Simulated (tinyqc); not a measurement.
Electroplating on a thin resistive seed layer: kinetics, Wagner number and the terminal effect across a wafer: one step, computed by the program tinyqc.

Current enters the seed at the rim. The bath is treated as a local resistance per area (no lateral flow in the liquid), two electrons per ion, molar volume 7.11 cm^3/mol, Faraday constant F = e N_A, kinematic viscosity 0.01 cm^2/s, omega = 2 pi x rpm/60; k_B T/e is in volts.

Task: Linear estimate of the terminal effect. Linearised: with R_t = kinetic + bath resistance the current density obeys (1/r)(r i')' = i R_s/R_t, so i = A I_0(r/l), l = sqrt(R_t/R_s); with x = R/l, edge/centre = I_0(x) and edge/mean = x I_0(x)/(2 I_1(x)). Voltage drop in the seed for a uniform current: i R_s R^2/4.

Inputs (values chosen for the exercise, of the order of those for copper plating from an acid sulfate bath): wafer radius R = 10 cm; mean current density = 28 mA/cm^2; temperature T = 298 K.

kinetic resistance = 1.993762 ohm cm^2

bath resistance R_b = 443.1579 ohm cm^2

sheet resistance R_s = 3.722222 ohm/square

Give: length l; x = R/l; edge over centre, linear; edge over mean, linear; drop for uniform current.

Result:

length l = 10.94 cm

x = R/l = 0.9144

edge over centre, linear = 1.220

edge over mean, linear = 1.101

drop for uniform current = 2606 mV

For small x edge/centre is 1 + x^2/4 = 1.209.
